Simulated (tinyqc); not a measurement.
# Worked calculation: donor binding, ionisation and the Mott limit

Computed by the program tinyqc: `OMP_NUM_THREADS=1 python tinyqc.py 2330051 2330052 out.jsonl`, one thread of a shared Intel Xeon 2.30GHz, about 0.01 s for the whole run. Printed values are rounded.

Hydrogenic donor: Ry = (m0 q^3/(8 eps0^2 h^2)) me/eps_r^2 in eV, E0 = cc Ry, radius a = q/(8 pi eps0 eps_r E0), Mott density Nm = (0.26/a)^3. Below Nm the level sinks as Ed = E0 [1 - (N/Nm)^(1/3)]. Neutrality: Nc F12(eta) = N/(1 + 2 exp(eta + Ed/kB T)), F12(x) = (2/sqrt(pi)) int_0^infinity sqrt(u)/(1 + exp(u - x)) du.

Values chosen for this exercise; band and dielectric values close to those of silicon:
- T = 300 K (temperature)
- eps_r = 11.6 (relative permittivity)
- me = 0.261 m0 (mass in the hydrogenic formula, set independently of Nc)
- Nc = 2.79e19 cm^-3 (conduction-band density of states at 300 K)
- cc = 1 (ratio of the true binding energy to the hydrogenic one)
- N = 1.9e16 cm^-3 (donor density)

Constants: q = 1.602176634e-19 C, kB = 1.380649e-23 J/K, eps0 = 8.8541878128e-12 F/m, h = 6.62607015e-34 J s, m0 = 9.1093837015e-31 kg, Vt = kB T/q. Results are converted to the units shown.

Range of the model: A sharp level with degeneracy 2 overstates freeze-out near Nm, where the impurity band broadens and merges with the conduction band.

## Binding energy, radius and Mott density

The mean spacing of the donors is N^(-1/3).

Ry = 26.3904 meV
E0 = 26.3904 meV
a = 2.35190 nm
Nm = 1.35103e18 cm^-3
spacing over a = 15.9342
Ed = 20.0203 meV

## Ionisation

Solve the neutrality equation for eta. Boltzmann form: with k = (Nc/2) exp(-Ed/kB T) the ionised share is [-k + sqrt(k^2 + 4 k N)]/(2 N).

eta = -7.29465
ionised share = 99.7062 %
n = 1.89442e16 cm^-3
ionised share, Boltzmann form = 99.7063 %

With the level held at E0 the share would be 99.6 %.
